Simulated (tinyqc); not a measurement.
Activation energy and ten-year temperature from two bakes.

Inverse problem. tr goes as exp(q Ex/(kB T)); ten years are 3.15576e8 s. Find Ex and the temperature T10 at which tr is ten years.

Constants: q = 1.602176634e-19 C, kB = 1.380649e-23 J/K. Results are converted to the units shown.

time to crystallise at 473 and 498 K (s): [78000, 7512.9737]

Solution. ln tr is linear in 1/T; the line is extended to ten years.

Ex = 1.90 eV
T10 = 401 K

Numbers from tinyqc (`OMP_NUM_THREADS=1 python tinyqc.py 2880044 2880045 out.jsonl`; about 0.01 s on one thread of a shared Intel Xeon 2.30GHz).
